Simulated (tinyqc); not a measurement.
From results back to parameters: heavy doping: gap narrowing, degeneracy and the minority density. Four cases, with inputs chosen for the exercise.

Problem. Narrowing at two dopings was computed from hidden E0 and N0, with N0 below Na.

Empirical narrowing (Slotboom form, constants chosen for the exercise; published fits of this form give the apparent narrowing, here it is taken as the true one): dEg = E0 [ln(N/N0) + sqrt(ln(N/N0)^2 + C)].

Find: N0; E0.

Method. The ratio dEg(Nb)/dEg(Na) depends on N0 alone and rises steadily with it; solve for ln N0 by bisection, then E0 from either value.

Case 1.

Values chosen (out of a larger set: gap and densities of states near those of Si at this temperature; narrowing constants near the fits for Si; not measured data):
- C = 0.5 (smoothing constant)
- Na = 1.6e+18 1/cm^3
- Nb = 4.8e+19 1/cm^3

dEg(Na) = 32.7435 meV
dEg(Nb) = 79.5860 meV

Solution.

N0 = 1.6e+17 1/cm^3
E0 = 6.95 meV

Case 2.

Values chosen (out of a larger set: gap and densities of states near those of InP at this temperature; narrowing constants of the size fitted for Si, not for this material; not measured data):
- C = 0.5 (smoothing constant)
- Na = 1.3e+18 1/cm^3
- Nb = 3.9e+19 1/cm^3

dEg(Na) = 36.5597 meV
dEg(Nb) = 88.8615 meV

Solution.

N0 = 1.3e+17 1/cm^3
E0 = 7.76 meV

Case 3.

Values chosen (out of a larger set: gap and densities of states near those of Si at this temperature; narrowing constants near the fits for Si; not measured data):
- C = 0.5 (smoothing constant)
- Na = 1.1e+18 1/cm^3
- Nb = 3.3e+19 1/cm^3

dEg(Na) = 30.2465 meV
dEg(Nb) = 73.5169 meV

Solution.

N0 = 1.1e+17 1/cm^3
E0 = 6.42 meV

Case 4.

Values chosen (out of a larger set: gap and densities of states near those of Si at this temperature; narrowing constants near the fits for Si; not measured data):
- C = 0.5 (smoothing constant)
- Na = 8.9e+17 1/cm^3
- Nb = 2.7e+19 1/cm^3

dEg(Na) = 33.5444 meV
dEg(Nb) = 81.6913 meV

Solution.

N0 = 8.9e+16 1/cm^3
E0 = 7.12 meV

Computed by tinyqc, one run a case: `OMP_NUM_THREADS=1 python tinyqc.py N N+1 out.jsonl` with N = 1681509, 1681513, 1681530, 1681548; one thread of a shared Intel(R) Xeon(R) Processor @ 2.30GHz, about 0.01 s a run at most.
